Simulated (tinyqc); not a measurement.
Comparisons within one model: alloy A(1-x)B(x) by interpolation with bowing. A value that a table varies takes the place of the one given here.

Each gap follows E(x) = (1 - x) E_A + x E_B - C x (1 - x); the lattice constant follows Vegard, a(x) = (1 - x) a_A + x a_B.

Mass at Gamma from the Kane formula 1/m = F + Ep (Eg + 2 Dso/3)/(Eg (Eg + Dso)). F is fixed by the masses of A and B and interpolated linearly, as is Ep; Eg and Dso carry their bowing.

Constants: hc = 1239.841984 eV nm.

Parameters, chosen for this exercise (A near GaAs, B near InAs; the results hold for these values, not for the real material):
- a = (5.647, 6.063) angstrom (lattice constant of A, B)
- Eg = (1.526, 0.413) eV (gap at Gamma to the s-like level of A, B)
- EgX = (1.956, 1.441) eV (gap to the lowest valley along Gamma-X of A, B)
- EgL = (1.834, 1.12) eV (gap to L of A, B)
- C = (0.444, 1.226, 0.343) eV (bowing of the Gamma, X and L gaps)
- Dso = (0.341, 0.391) eV (spin-orbit splitting of A, B)
- Ep = (25.9, 21.8) eV (Kane energy of A, B)
- me = (0.0664, 0.0258) m0 (electron mass at Gamma of A, B)
- Cs = 0.16 eV (bowing of Dso)
- x = 0.28 (fraction of B)

## Gaps across the alloy

Eleven compositions.

Gaps (eV):
```
x    a (angstrom)  Gamma      X      L  lowest  wavelength (nm)
0.0        5.6470  1.526  1.956  1.834   Gamma              812
0.1        5.6886  1.375  1.794  1.732   Gamma              902
0.2        5.7302  1.232  1.657  1.636   Gamma             1006
0.3        5.7718  1.099  1.544  1.548   Gamma             1128
0.4        5.8134  0.974  1.456  1.466   Gamma             1273
0.5        5.8550  0.859  1.392  1.391   Gamma             1444
0.6        5.8966  0.752  1.353  1.323   Gamma             1650
0.7        5.9382  0.654  1.338  1.262   Gamma             1897
0.8        5.9798  0.565  1.348  1.208   Gamma             2196
0.9        6.0214  0.484  1.382  1.161   Gamma             2560
1.0        6.0630  0.413  1.441  1.120   Gamma             3002
```

The lowest valley is Gamma at every x. The Gamma gap is monotonic, since its bowing (0.444 eV) is smaller than the difference of the end gaps (1.113 eV); at x = 0.5 bowing lowers it by C/4 = 0.111 eV.

## Three ways to interpolate a mass

Linear in m, linear in 1/m, and the Kane formula.

Masses (m0):
```
x      Eg (eV)  linear in m  linear in 1/m    Kane  Kane m/Eg (1/eV)
0.000    1.526       0.0664         0.0664  0.0664            0.0435
0.125    1.338       0.0613         0.0555  0.0615            0.0459
0.250    1.165       0.0563         0.0477  0.0562            0.0483
0.375    1.005       0.0512         0.0418  0.0508            0.0506
0.500    0.859       0.0461         0.0372  0.0453            0.0528
0.625    0.726       0.0410         0.0335  0.0400            0.0551
0.750    0.608       0.0360         0.0305  0.0349            0.0574
0.875    0.504       0.0309         0.0279  0.0301            0.0598
1.000    0.413       0.0258         0.0258  0.0258            0.0625
```

At x = 0.5 the three give 0.0461, 0.0372 and 0.0453; judged by the largest distance, the Kane value is closer to the interpolation in m (largest distances 0.0011 m0 from the rule in m, 0.0090 m0 from the rule in 1/m). The ratio m/Eg varies by a factor of 1.44 while the gap varies by 3.69; a constant ratio is the two-band rule m = Eg/Ep at fixed Ep.

## What each parameter does

Gaps at x and the Kane mass. Each row changes one parameter from the base and keeps the others.

Results:
```
case                          Gamma (eV)  X (eV)  L (eV)  mass (m0)
base                              1.1248  1.5646  1.5649     0.0549
x = 0.32                          1.0732  1.5244  1.5309     0.0532
C = (0.544, 1.326, 0.443) eV      1.1047  1.5445  1.5448     0.0539
Eg = (1.602, 0.413) eV            1.1796  1.5646  1.5649     0.0561
EgX = (1.956, 1.369) eV           1.1248  1.5445  1.5649     0.0549
EgL = (1.742, 1.12) eV            1.1248  1.5646  1.4987     0.0549
Ep = (28.5, 24) eV                1.1248  1.5646  1.5649     0.0560
Cs = 0.21 eV                      1.1248  1.5646  1.5649     0.0548
```

The largest shifts from the base row, up to three for each result and ties (the steps differ in size, so this ranks the rows, not the parameters). Gamma (eV): Eg +0.0547, x -0.0516, C -0.0202; unchanged at the printed digits by EgX, EgL, Ep and Cs. X (eV): x -0.0402, C -0.0202, EgX -0.0202; unchanged at the printed digits by Eg, EgL, Ep and Cs. L (eV): EgL -0.0662, x -0.0340, C -0.0202; unchanged at the printed digits by Eg, EgX, Ep and Cs. mass (m0): x -0.0017, Eg +0.0011, Ep +0.0011; unchanged at the printed digits by EgX and EgL.

Computed by tinyqc, a small Python program: `OMP_NUM_THREADS=1 python tinyqc.py 1080362 1080363 out.jsonl` (the numbers bound the seed that draws the inputs); one thread of a shared host (Intel(R) Xeon(R) Processor @ 2.30GHz), about 0.01 s for the whole set of steps.
